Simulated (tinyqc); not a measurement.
# Worked calculation: capacitance measurement on a leaky thin oxide: effects of series resistance and leakage

Computed by the program tinyqc: `OMP_NUM_THREADS=1 python tinyqc.py 2022158 2022159 out.jsonl`, one thread of a shared Intel Xeon 2.30GHz, about 0.01 s for the whole run. Printed values are rounded.

The device is a capacitance C in parallel with a leakage conductance G, in series with Rs and Ls. An impedance meter reports either a parallel pair (Cp, Gp) from Y = 1/Z = Gp + i w Cp or a series pair (Cs, Rm) from Z = Rm + 1/(i w Cs); w = 2 pi f, dissipation D = Gp/(w |Cp|).

Inputs (values chosen for the exercise); values of the order met in thin-oxide MOS capacitors:
```
symbol,value,unit,meaning
eox,3.9,,relative permittivity of the gate insulator (close to silicon dioxide)
tox,3.1,nm,insulator thickness
A,400,um^2,gate area
zc,0.36,nm,oxide-equivalent thickness added by the accumulation layer
zp,0,nm,oxide-equivalent thickness added by gate depletion
Jg,0.0051,A/cm^2,"gate leakage current density, not matched to the thickness"
Vs,0.45,V,voltage for an e-fold rise of the leakage
Rs,34,ohm,series resistance
Ls,25,nH,series inductance
f,50000,Hz,measuring frequency
```

Constants: eps0 = 8.8541878128e-14 F/cm where lengths are in cm. Results are converted to the units shown.

## True capacitance and conductance

EOT = 3.9 tox/eox; CET = EOT + zc + zp; C = 3.9 eps0 A/CET; G = Jg A/Vs.

EOT = 3.1 nm
CET = 3.46 nm
C = 3.99206 pF
G = 0.0453333 uS

## What the meter reports

Z = Rs + i w Ls + 1/(G + i w C).

Z = (0.28818-7.96317i) x 1e5 ohm
Cp = 3.99205 pF
Gp = 0.0453867 uS
Cs = 3.99728 pF
D = 0.0361896

Cp is within 0.01 % of C and Cs is 0.13 % above it; G Rs = 1.54e-6, w C Rs = 4.26e-5 and G/(w C) = 0.0361.
